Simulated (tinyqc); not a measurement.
Inside a calculation. Model: ellipsometry and reflectance of a transparent film on an absorbing substrate.

Computed by the program tinyqc: `OMP_NUM_THREADS=1 python tinyqc.py 2870114 2870115 out.jsonl`, one thread of a shared Intel Xeon 2.30GHz, about 0.01 s for the whole run. Printed values are rounded.

Air (index 1), film, substrate with N2 = n2 - i k2; time factor exp(+i w t). q_j = sqrt(N_j^2 - sin^2 th), root with positive real part. Fresnel coefficients r_s = (q_a - q_b)/(q_a + q_b), r_p = (N_b^2 q_a - N_a^2 q_b)/(N_b^2 q_a + N_a^2 q_b). tan(Psi) exp(i Delta) = R_p/R_s, Delta taken from 0 to 360 degrees.

Parameters, values chosen for the exercise; indices close to those of hafnium oxide on silicon:

| symbol | value | unit | meaning |
|---|---|---|---|
| lam | 632.8 | nm | wavelength |
| th | 60 | degrees | angle of incidence |
| n1 | 2.067 |  | index of the transparent film |
| d | 1.5 | nm | film thickness |
| n2 | 3.882 |  | index of the substrate |
| k2 | 0.019 |  | extinction coefficient of the substrate |

## Interface coefficients and thickness period

q0, q1, q2 and the coefficients r01 and r12 for p and s; the results repeat in d with the period lam/(2 q1).

q0 = 0.5
q1 = 1.87683
q2 = 3.78417-0.01949i
r01,p = 0.0646425
r01,s = -0.579271
r12,p = 0.272570-0.002147i
r12,s = -0.336934+0.002283i
period = 168.582 nm

## Psi, Delta and reflectances

beta = 2 pi d q1/lam, X = exp(-2 i beta), R = (r01 + r12 X)/(1 + r01 r12 X) for p and s.

beta = 0.0279531 rad
X = 0.998438-0.055877i
R_p = 0.330867-0.016708i
R_s = -0.766382+0.009823i
Psi = 23.3760 degrees
Delta = 177.843 degrees
|R_p|^2 = 0.109752
|R_s|^2 = 0.587439

The bare substrate gives Psi = 23.38 and Delta = 179.72 degrees.
